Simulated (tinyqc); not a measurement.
Anisotropic elasticity and sound waves of a cubic crystal: one step, computed by the program tinyqc.

Voigt order 1..6 = xx, yy, zz, yz, xz, xy, with engineering shear strains. The rotated frame has x' as named, z' along the wafer normal and y' = z' x x'.

Problem. Moduli along the axes of the frame. Invert C' to S'. E along x' = 1/S'11, along y' = 1/S'22; Poisson ratios nu(x'y') = -S'12/S'11 and nu(x'z') = -S'13/S'11; in-plane shear modulus 1/S'66.

Frame: (111) wafer, x' along [1-10].

C' (GPa), lower triangle (symmetric):
```
          1         2         3        4         5        6
1  219.6100
2  156.1633  219.6100
3  146.7267  146.7267  229.0467
4  -13.3455   13.3455    0.0000  22.2867
5    0.0000    0.0000    0.0000   0.0000   22.2867
6    0.0000    0.0000    0.0000   0.0000  -13.3455  31.7233
```

Give: E along x'; E along y'; nu(x'y'); nu(x'z'); in-plane shear modulus.

Solution.

E along x' = 75.78 GPa

E along y' = 75.78 GPa

nu(x'y') = 0.5965

nu(x'z') = 0.2585

in-plane shear modulus = 23.73 GPa

The plane is isotropic in E.
